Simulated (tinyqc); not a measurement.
# Segment and feed resistance from two drops

Inverse problem. A rail is fed at one end through Rq; K loads of Ij follow, each after a segment Rs. The drop at load j is K Ij Rq + Rs Ij sum_(l=1..j) (K - l + 1). Find Rs, Rq and the worst drop, at the middle, if the rail were fed through Rq at both ends: K Ij Rq/2 + Rs Ij K^2/8 with the load taken as continuous.

Values chosen for this exercise: number of equal loads K = 23; current of each load Ij = 0.75 mA.

drops at the first and at the last load (mV): [8.97, 35.535000]

Solution. The difference of the two drops is Rs Ij K (K - 1)/2, which gives Rs; the first drop then gives Rq.

Rs = 0.1400 ohm
Rq = 0.3800 ohm
drop at the middle with two feeds = 10.22 mV

Program tinyqc, `OMP_NUM_THREADS=1 python tinyqc.py 2770139 2770140 out.jsonl`; Intel Xeon 2.30GHz, shared host, one thread, about 0.1 s.
